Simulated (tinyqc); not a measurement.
Two-diode model of a solar cell: one step of the calculation.

J is the current delivered and Vj = V + J Rs the junction voltage. J = X JL - J01 (exp(Vj/(n1 Vt)) - 1) - J02 (exp(Vj/(2 Vt)) - 1) - Vj/Rp. The photocurrent does not depend on voltage.

Problem. New Vj. Maximum power: dP/dVj = f = J (1 + 2 Rs G) - G Vj = 0. G = -dJ/dVj = J01 exp(Vj/(n1 Vt))/(n1 Vt) + J02 exp(Vj/(2 Vt))/(2 Vt) + 1/Rp. H = dG/dVj; f' = -2 G - 2 Rs G^2 + (2 Rs J - Vj) H; Vj(new) = Vj - f/f'.

Parameters, values chosen for the exercise; values of the order met in cells of silicon:
```
symbol,value,unit,meaning
T,298.15,K,temperature
JL,34.7,mA/cm^2,photocurrent at one sun
X,1,suns,concentration
J01,2.2e-13,A/cm^2,saturation current of the first diode
n1,1,,ideality factor of the first diode
Rs,0,ohm cm^2,series resistance
Rp,20000,ohm cm^2,shunt resistance
J02,3.6e-8,A/cm^2,saturation current of the second diode (ideality 2)
```

Constants: q = 1.602176634e-19 C, kB = 1.380649e-23 J/K, Vt = kB T/q. Results are converted to the units shown.

Vj at the start = 0.66246088 V

Wanted: J; G; H; f; f'; Vj after iteration 1.

Solution.

J = -14.33 mA/cm^2
G = 1.629 S/cm^2
H = 57.98 S/(cm^2 V)
f = -1093 mA/cm^2
f' = -41.67 S/cm^2
Vj after iteration 1 = 0.6362 V

tinyqc, about 0.01 s, one thread, Intel Xeon 2.30GHz (shared host): `OMP_NUM_THREADS=1 python tinyqc.py 2280116 2280117 out.jsonl`
